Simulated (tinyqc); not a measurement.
Velocity overshoot from momentum and energy balance equations after a field step: one step, computed by the program tinyqc.

At t = 0 the field jumps from 0 to F in a uniform sample. v is the drift velocity and u = w - (3/2) k_B T the excess energy per carrier.

Task: First four steps. dv/dt = e F/m - v/tau_m(u), du/dt = e F v - u/tau_E, tau_m(u) = tau_0/(1 + c u), tau_0 = m mu_0/e, c = mu_0/(e tau_E v_s^2); this choice gives the steady state v (1 + mu_0 F v/v_s^2) = mu_0 F, which saturates at v_s. Step: v_new = v + dt (e F/m - v/tau_m(u)), u_new = u + dt (e F v - u/tau_E). Start v = u = 0; the distance adds dt (v + v_new)/2.

Inputs (values chosen for the exercise, modelled on electrons in strained silicon except for tau_E): energy relaxation time tau_E = 0.43 ps; field after the step F = 9.4 kV/cm; lattice temperature T = 300 K; time step dt = 15 fs.

Scheme: explicit Euler.

c = 49.97117 1/eV

tau_0 = 310.4354 fs

acceleration e F/m = 0.007872813 1e7 cm/s per fs

Give: Steps.

Result:

Steps:
```
step  t (fs)  v (1e7 cm/s)     u (eV)  tau_m (fs)
1         15        0.1181          0       310.4
2         30        0.2305  1.665e-04       307.9
3         45        0.3373  4.857e-04       303.1
4         60        0.4387  9.444e-04       296.4
```

After the first step u is still 0, below the drift energy m v^2/2, because the explicit scheme uses the old v: an error of the finite time step.
